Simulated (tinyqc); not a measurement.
# Round nanowire with a gate all round, subbands and threshold shift from confinement: effects of single changes

Undoped body with a flat potential across it, hard walls, transport along x. Three valley pairs (g = 2 each) with the longitudinal mass along x, y or z. Non-parabolicity enters the subband edges through E (1 + al E) = gamma, so E = 2 gamma/(1 + sqrt(1 + 4 al gamma)); motion within a subband is taken as parabolic with the band-edge mass. Energies are counted from the bulk band edge.

Parameters, values chosen for the exercise; masses close to those of silicon: temperature T = 300 K; longitudinal mass ml = 0.924 m0; transverse mass mt = 0.187 m0; non-parabolicity al = 0 1/eV; diameter t = 2 nm; widening of the box by penetration into the insulator dl = 0 nm; gate capacitance per area of interface Cg = 1.8 uF/cm^2.

Constants: q = 1.602176634e-19 C, kB = 1.380649e-23 J/K, hbar = 1.054571817e-34 J s, m0 = 9.1093837015e-31 kg, Vt = kB T/q, hbar^2/(2 m0) = 0.0380998212 eV nm^2. Results are converted to the units shown.

Each table varies one quantity; the others keep the values above.

## Confinement against the diameter

gamma = C (2 z/(t + dl))^2 (1/my + 1/mz)/2, z the zeros of the Bessel functions J_l (2.404826, 3.831706, 5.135622, 5.520078, ...), twofold for l > 0; the mean inverse mass is an approximation for anisotropic valleys, C = hbar^2/(2 m0). Each subband has N_k = g sqrt(2 mx m0 kB T/(pi hbar^2)); without degeneracy n = exp(EF/Vt) sum N_k exp(-E_k/Vt). Classical value Nc times pi t^2/4, Nc = sum over valleys of 2 g (m m0 kB T/(2 pi hbar^2))^1.5 with m = (mx my mz)^(1/3). Threshold shift dVT = Vt ln(classical value/sum N_k exp(-E_k/Vt)). With degeneracy n = sum N_k F((EF - E_k)/Vt), F(x) = (1/sqrt(pi)) int_0^infinity u^(-1/2) du/(1 + exp(u - x)); gate: Vg = EF + q n/(Cg P), P = pi t, summed over the 60 lowest subbands at most, with Vg counted from the value that would put EF at the bulk band edge of an empty body. The last two columns are for Vg = 0.5 V; sensitivity d(dVT)/dt by central differences between 0.99 and 1.01 times the value.

Result of one run:
```
t (nm),E_1 (meV),gap to the next edge (meV),dVT (mV),sensitivity (mV/nm),n/P (cm^-2),share of the lowest subband (%)
4.7,128.3,85.09,113.3,-45.11,4.105e12,46.53
```

What becomes of these results when the diameter t is changed from 4.7 to 6.3 nm, all else the same?

Result of the changed run:
```
t (nm),E_1 (meV),gap to the next edge (meV),dVT (mV),sensitivity (mV/nm),n/P (cm^-2),share of the lowest subband (%)
6.3,71.39,47.36,67.78,-17.53,4.652e12,36.41
```

The whole series:
```
t (nm),E_1 (meV),gap to the next edge (meV),dVT (mV),sensitivity (mV/nm),n/P (cm^-2),share of the lowest subband (%)
2,708.4,469.9,650.3,-682.7,3.986e9,50.00
2.7,388.7,257.8,346.1,-268.8,1.709e12,50.00
3.6,218.6,145.0,190.8,-107.5,3.281e12,49.71
4.7,128.3,85.09,113.3,-45.11,4.105e12,46.53
6.3,71.39,47.36,67.78,-17.53,4.652e12,36.41
8.4,40.16,26.64,44.06,-7.154,5.006e12,25.23
11,23.42,15.53,31.46,-3.278,5.244e12,16.78
15,12.59,8.354,22.70,-1.465,5.455e12,9.891
20,7.084,4.699,17.51,-0.7363,5.612e12,5.830
```

As t grows from 2 to 20 nm, E_1 falls from 708 to 7.08 meV and dVT falls from 650 to 17.5 mV. E_1 goes as t^(-2.00) at the thin end (-2 for a parabolic band without penetration); a thickness error of 0.2 nm moves the threshold by 140 mV in the first row and 0.15 mV in the last. The charge per interface area rises from 3.99e9 to 5.61e12 cm^-2. For t = 2, 2.7 the body is too thin for bulk effective masses to be reliable. For t = 4.7, 6.3, 8.4, 11, 15, 20 the charge in the last two columns would bend the potential across the body noticeably, which is left out.

## Charge and subband filling against gate voltage

Same model as above.

Each subband has N_k = g sqrt(2 mx m0 kB T/(pi hbar^2)). Cq = q dn/dEF.

The same in every row: share of the lowest subband (%) = 50.00.

Results:
```
Vg (V),EF - E_1 (eV),n (cm^-1),n/P (cm^-2),Cq/(Cg P),total C/(Cg P)
0.56,-0.1516,2.278e4,3.626e10,0.1246,0.1108
0.69,-0.07614,4.078e5,6.490e11,2.155,0.6831
0.81,-0.04967,1.068e6,1.700e12,5.319,0.8417
0.94,-0.03320,1.869e6,2.975e12,8.645,0.8963
1.06,-0.02226,2.639e6,4.201e12,11.35,0.9190
1.19,-0.01269,3.489e6,5.554e12,13.81,0.9325
1.31,-0.005069,4.283e6,6.816e12,15.65,0.9399
1.56,0.008774,5.950e6,9.469e12,18.27,0.9481
```

Estimate the missing row, Vg = 1.44 V.

Computed row:
```
Vg (V),EF - E_1 (eV),n (cm^-1),n/P (cm^-2),Cq/(Cg P),total C/(Cg P)
1.44,0.002379,5.148e6,8.193e12,17.21,0.9451
```

With this row back in the table: EF passes E_1 = 0.708 eV at Vg = 1.40 V. The share of the lowest subband stays near 50.0 % and the total capacitance rises from 0.111 to 0.948 of Cg P. In the last row 5.3 % of an added gate voltage goes into raising EF (from the last two rows).

Range of the model: For the strongly anisotropic y and z valleys the mean inverse mass serves only for l = 0; pairs with l > 0 really split widely.

Numbers from tinyqc (`OMP_NUM_THREADS=1 python tinyqc.py 2350007 2350008 out.jsonl`; about 0.2 s on one thread of a shared Intel Xeon 2.30GHz).
